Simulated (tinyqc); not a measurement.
Course in time: spin coating of a resist or spin-on film: centrifugal thinning, evaporation and the final thickness (Emslie and Meyerhofer models). Computed by tinyqc, a small Python program. Command: `OMP_NUM_THREADS=1 python tinyqc.py 3111454 3111455 out.jsonl spincoat walk`. One thread of a shared host (Intel(R) Xeon(R) Processor @ 2.30GHz), about 0.09 s of CPU time with the checks.

A Newtonian film stays uniform over the wafer; solvent and solids have the same density and the concentration is uniform through the thickness.

Inputs (values chosen for the exercise, of the order of those of a polymer resist in an ester solvent):

| quantity | value | unit |
|---|---|---|
| solids volume fraction c0 | 0.34 | - |
| kinematic viscosity of the solvent nu_s | 2.2 | mm^2/s |
| viscosity constant k | 340 | mm^2/s |
| viscosity exponent gamma | 3.3 | - |
| spin speed f | 5000 | rpm |
| evaporation rate at 1000 rpm e0 | 0.31 | micrometre/s |
| starting thickness h0 | 600 | micrometre |
| wafer radius R | 100 | mm |
| shrinkage in the bake | 0.23 | % |

Method:
- omega = 2 pi f/60; nu(c) = nu_s + k c^gamma; evaporation rate e = e0 sqrt(f/1000 rpm).
- Flow constant K = 2 omega^2/(3 nu(c0)); Reynolds number of the air omega R^2/nu_air with nu_air = 15 mm^2/s.
- Meyerhofer estimate: flow rules until (1 - c0) K h^3 = e, then evaporation alone: h_w = (e/((1 - c0) K))^(1/3), dry film c0 h_w.
- Full model for solids s and liquid l per area, h = s + l, c = s/h: ds/dt = -c Q, dl/dt = -(1 - c) Q - e, Q = 2 omega^2 h^3/(3 nu(c)); integrated adaptively (relative tolerance 1e-9) until l = 0.
- Dry film = s at l = 0, before the bake; film after the bake = s x (1 - shrinkage).
- Times are fractions of the time to dry.

omega = 523.599 1/s

evaporation rate e = 0.693181 micrometre/s

dry film = 1514.66 nm

dry film, estimate = 1389.13 nm

History:

| fraction | t (s) | h (micrometre) | c | nu (mm^2/s) | Q/e | s (nm) |
|---|---|---|---|---|---|---|
| 0.003 | 0.0149 | 46.524 | 0.34005 | 11.87 | 2.2363e+03 | 15821 |
| 0.010 | 0.0497 | 25.535 | 0.34031 | 11.90 | 3.6899e+02 | 8690 |
| 0.030 | 0.1491 | 14.748 | 0.34159 | 12.02 | 7.0371e+01 | 5038 |
| 0.100 | 0.4970 | 8.065 | 0.34981 | 12.82 | 1.0789e+01 | 2821 |
| 0.200 | 0.9940 | 5.671 | 0.36856 | 14.82 | 3.2454e+00 | 2090 |
| 0.350 | 1.7395 | 4.205 | 0.41037 | 20.19 | 9.7144e-01 | 1726 |
| 0.500 | 2.4850 | 3.380 | 0.47098 | 30.54 | 3.3354e-01 | 1592 |
| 0.700 | 3.4790 | 2.572 | 0.59519 | 63.56 | 7.0608e-02 | 1531 |
| 0.900 | 4.4730 | 1.861 | 0.81477 | 175.14 | 9.7046e-03 | 1516 |

Q/e drops below 1 between t = 0.99 and 1.7 s, when c has risen from 0.34 to about 0.410; after that row the solids fall by a further 12 %. The full model gives 1.09 times the two-stage estimate. Caution: above a Reynolds number of about 3e5 the air flow near the rim turns turbulent, and evaporation is no longer uniform.
